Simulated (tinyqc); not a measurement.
Worked calculation: Hubbard chain of 2 sites. Computed by tinyqc, a small Python program that keeps every step. Settings: hopping = 1.98, U = 6.7, mixing = 0.2, iteration cap = 79. Command: `OMP_NUM_THREADS=1 python tinyqc.py 30794 30795 out.jsonl` (the two numbers bound the seeds that draw the settings). One thread of a shared host (Intel(R) Xeon(R) Processor @ 2.60GHz), about 0.2 s of CPU time with the checks.

one-body matrix (hopping and site energies) (eV):
```
         1        2
1   0.0000  -1.9800
2  -1.9800   0.0000
```

U = 6.7000 eV

electrons, up and down: 1  1

n(up) at the start (a guess, not normalised): 1 0.9500, 2 0.0500

n(down) at the start (a guess): 1 0.0500, 2 0.9500

Each step fills the lowest levels of T + U n(other spin) and sets n(new) = n + mixing (n(out) - n); stop when output and input agree to 1e-8.

Course of the cycle:
```
iteration     E (eV)  largest |n(out) - n(in)|  mean |n_up - n_down|
1          -1.164327                  3.21e-02                0.8359
2          -1.165779                  2.75e-02                0.8322
3          -1.166877                  2.36e-02                0.8290
4          -1.167706                  2.03e-02                0.8262
5          -1.168333                  1.75e-02                0.8237
6          -1.168806                  1.51e-02                0.8215
7          -1.169163                  1.30e-02                0.8196
8          -1.169433                  1.12e-02                0.8180
9          -1.169637                  9.71e-03                0.8165
10         -1.169791                  8.40e-03                0.8153
11         -1.169908                  7.28e-03                0.8141
...              ...                       ...                   ...
69         -1.170269                  2.17e-06                0.8066
70         -1.170269                  1.89e-06                0.8066
71         -1.170269                  1.64e-06                0.8066
72         -1.170269                  1.43e-06                0.8066
73         -1.170269                  1.24e-06                0.8066
74         -1.170269                  1.08e-06                0.8066
75         -1.170269                  9.42e-07                0.8066
76         -1.170269                  8.19e-07                0.8066
77         -1.170269                  7.12e-07                0.8066
78         -1.170269                  6.20e-07                0.8066
79         -1.170269                  5.39e-07                0.8066
```

Can the last value be used, and what does the course show?

Not by the stop rule, although the second column moves by less than 1e-07 over the last three steps. Not converged within 79 iterations: the residual falls steadily but slowly, by a factor of about 0.87 a step. The lowest mean-field energy found from random starts is -1.17027 eV. Reruns (cap 100 unless said): mixing 0.5: converged in 39 (E = -1.17027); mixing 0.9: converged in 18 (E = -1.17027); the original settings with a cap of 400: converged in 108 (E = -1.17027).
